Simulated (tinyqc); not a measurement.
Smoothing against break-up: capillary instabilities by surface diffusion: grooving and agglomeration of films, edge retraction, wire break-up and smoothing of roughness. Computed by tinyqc, a small Python program. Command: `OMP_NUM_THREADS=1 python tinyqc.py 3010729 3010730 out.jsonl dewet walk`. One thread of a shared host (Intel(R) Xeon(R) Processor @ 2.30GHz), about 0.01 s of CPU time with the checks.

Isotropic surface energy; shapes change by surface diffusion alone.

Inputs (values chosen for the exercise, of the order of those of a nickel silicide film):
```
quantity                         value        unit
surface energy gamma_s            1.45       J/m^2
grain-boundary energy gamma_b     0.47       J/m^2
interface energy gamma_i          0.64       J/m^2
atomic volume Omega               12.2  angstrom^3
surface sites nu                   7.3      1/nm^2
prefactor D0                   0.00043       m^2/s
activation energy Q               1.91          eV
temperature T                      762           K
film thickness h                   5.9          nm
grain radius R                      29          nm
wire radius r                      4.2          nm
initial ripple over radius        0.05           -
roughness wavelength lambda        200          nm
```

Grooves: at the surface and the interface.

Constants: k_B = 8.617333262e-05 eV/K; k_B = 1.380649e-23 J/K.

Method:
- Groove angle beta: sin(beta) = gamma_b/(2 gamma). For circular grains of radius R with spherical caps the groove ends (measured from the mean surface) at the depth R g(beta), g = (2 - 3 cos beta + cos^3 beta)/(3 sin^3 beta). The film parts if R [g(beta_s) + g(beta_i)] > h.
- B = D_s nu gamma_s Omega^2/(k_B T), D_s = D0 exp(-Q/(k_B T)).
- A wire with r + A cos(k z) has dA/dt = (B/r^4) (kr)^2 [1 - (kr)^2] A: unstable for wavelengths above 2 pi r, fastest at kr = 1/sqrt 2 with the rate B/(4 r^4); break-up time about (4 r^4/B) ln(r/A0); each wavelength makes a sphere of radius (3 r^2 lambda_m/4)^(1/3).
- Roughness of wavelength lambda on a flat face decays as exp[-B (2 pi/lambda)^4 t]; the smoothing time is that for a factor e^3.

beta_s = 9.32701 degrees

Times (s); the last column is (h/(0.780 tan beta_s))^4/B:
```
T (K)  B (nm^4/s)   smoothing  wire break-up  groove to depth h
648    1.0576e-01  2.9121e+07     3.5257e+04         4.2539e+07
686    6.6441e-01  4.6354e+06     5.6121e+03         6.7713e+06
724    3.4317e+00  8.9745e+05     1.0866e+03         1.3110e+06
762    1.5008e+01  2.0521e+05     2.4845e+02         2.9977e+05
800    5.6916e+01  5.4111e+04     6.5513e+01         7.9045e+04
838    1.9086e+02  1.6137e+04     1.9537e+01         2.3572e+04
914    1.5781e+03  1.9515e+03     2.3627e+00         2.8508e+03
```

All times share 1/B, so their ratios do not depend on T: break-up over smoothing is 0.0012. The wire breaks before this roughness is smoothed, at any temperature. Smoothing is safe for lambda well below 2 pi r, above which a ripple along the wire grows instead. B spans 4.2 decades over these rows.
